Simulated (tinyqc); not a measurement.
From Ry* back to electron mass m: hydrogenic impurity: series, fields, screening, photoionisation and donor-acceptor pairs. Computed by tinyqc, a small Python program. Command: `OMP_NUM_THREADS=1 python tinyqc.py 3028278 3028279 out.jsonl hydrogenic inv`. One thread of a shared host (Intel(R) Xeon(R) Processor @ 2.30GHz), about 0.01 s of CPU time with the checks.

One isotropic, parabolic band. Effective units: Ry* and a*, in which H = -nabla^2 - 2/r.

Inputs (values chosen for the exercise, modelled on GaP): dielectric constant eps = 11.2.

Parts treated: electric field and pairs.

Constants: Ry = 13.605693123 eV; a_0 = 0.529177210903 angstrom; h x 1 THz = 4.135667696 meV.

Method. Ry* = Ry m/eps^2, a* = a_0 eps/m; level n is bound by Ry*/n^2; <r> = (3/2) a* in 1s; lines 1s -> np at Ry* (1 - 1/n^2); 1 THz = 4.135667696 meV.

Problem. A run gave the result below. Find the electron mass m, known to lie between 0.4 and 0.79 m_0.

Ry* = 53.24486 meV

Solution.

Each step takes the trial c = (a f_b - b f_a)/(f_b - f_a), f being the result less the target and a, b, c the logarithms of the listed values; c replaces end b, the old b replaces a if the sign of f changed, and otherwise f_a is halved.

Scan of the range:

| electron mass m (m_0) | Ry* (meV) |
|---|---|
| 0.400 | 43.3855 |
| 0.448 | 48.5918 |
| 0.502 | 54.4488 |
| 0.562 | 60.9566 |
| 0.630 | 68.3322 |
| 0.705 | 76.4669 |
| 0.790 | 85.6864 |

False position (Illinois rule, in the logarithm of the input) inside the bracket:

| step | end a | end b | trial | Ry* (meV) |
|---|---|---|---|---|
| 1 | 0.448000 | 0.502000 | 0.490393 | 53.1898 |
| 2 | 0.502000 | 0.490393 | 0.490894 | 53.2442 |
| 3 | 0.502000 | 0.490894 | 0.490906 | 53.2455 |
| 4 | 0.490894 | 0.490906 | 0.490900 | 53.2449 |

Ry* rises at every point of a 13-point scan of the range (every second point is shown), so one value fits; it is bracketed by 0.448 and 0.502. The scan shows a pure power law with exponent 1.000, so scaling from any one row also gives the answer directly. Answer: electron mass m = 0.4909 m_0.
